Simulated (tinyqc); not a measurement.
Heavy doping: gap narrowing, degeneracy and the minority density: one step. Product and minority density. Three cases, with inputs chosen for the exercise.

Problem. Combine both effects.

Majority: N = Nc F_1/2(eta), eta the distance of EF beyond the majority band edge in kT. Degeneracy factor gam = F_1/2(eta)/exp(eta). ni0^2 = Nc Nv exp(-Eg/kT); product n p = ni0^2 gam exp(dEg/kT), dEg the true narrowing; apparent narrowing dEa = dEg + kT ln gam; minority density = n p/N.

Constants: kB = 8.617333262e-05 eV/K.

Case 1.

Values chosen (gap and densities of states near those of Ge at this temperature; narrowing constants of the size fitted for Si, not for this material; shifted at random, so the results belong to these values and not to a real crystal): N = 6.3e+18 1/cm^3 (ionised donors, equal to the majority density); Eg = 0.684 eV (gap); Nc = 7.83e+18 1/cm^3 (conduction-band density of states); Nv = 3.8e+18 1/cm^3 (valence-band density of states); T = 250 K.

dEg (empirical fit) = 84.9532 meV
gam = 0.754772

Case 2.

Values chosen (gap and densities of states near those of InP at this temperature; narrowing constants of the size fitted for Si, not for this material; shifted at random, so the results belong to these values and not to a real crystal): N = 2.2e+16 1/cm^3 (ionised donors, equal to the majority density); Eg = 1.36 eV (gap); Nc = 5.61e+17 1/cm^3 (conduction-band density of states); Nv = 1.27e+19 1/cm^3 (valence-band density of states); T = 300 K.

dEg (empirical fit) = 1.2123 meV
gam = 0.986238

Case 3.

Values chosen (gap and densities of states near those of GaAs at this temperature; narrowing constants of the size fitted for Si, not for this material; shifted at random, so the results belong to these values and not to a real crystal): N = 4e+17 1/cm^3 (ionised donors, equal to the majority density); Eg = 1.446 eV (gap); Nc = 3.32e+17 1/cm^3 (conduction-band density of states); Nv = 7.01e+18 1/cm^3 (valence-band density of states); T = 250 K.

dEg (empirical fit) = 22.4339 meV
gam = 0.657683

Give: ni0; exp(dEg/kT); dEa; sqrt(n p); minority density.

Solution.

Case 1.

ni0 = 6.96e+11 1/cm^3
exp(dEg/kT) = 51.6
dEa = 78.9 meV
sqrt(n p) = 4.34e+12 1/cm^3
minority density = 2.99e+06 1/cm^3

Narrowing multiplies the product by 51.6 and degeneracy by 0.755; together they change the minority density by a factor 38.9 against ni0^2/N.

Case 2.

ni0 = 1.01e+07 1/cm^3
exp(dEg/kT) = 1.05
dEa = 0.9 meV
sqrt(n p) = 1.02e+07 1/cm^3
minority density = 0.00476 1/cm^3

Narrowing multiplies the product by 1.05 and degeneracy by 0.986; together they change the minority density by a factor 1.03 against ni0^2/N.

Case 3.

ni0 = 4.06e+03 1/cm^3
exp(dEg/kT) = 2.83
dEa = 13.4 meV
sqrt(n p) = 5.54e+03 1/cm^3
minority density = 7.67e-11 1/cm^3

Narrowing multiplies the product by 2.83 and degeneracy by 0.658; together they change the minority density by a factor 1.86 against ni0^2/N.

Computed by tinyqc, one run a case: `OMP_NUM_THREADS=1 python tinyqc.py N N+1 out.jsonl` with N = 1652182, 1652543, 1652598; one thread of a shared Intel(R) Xeon(R) Processor @ 2.30GHz, about 0.01 s a run at most.
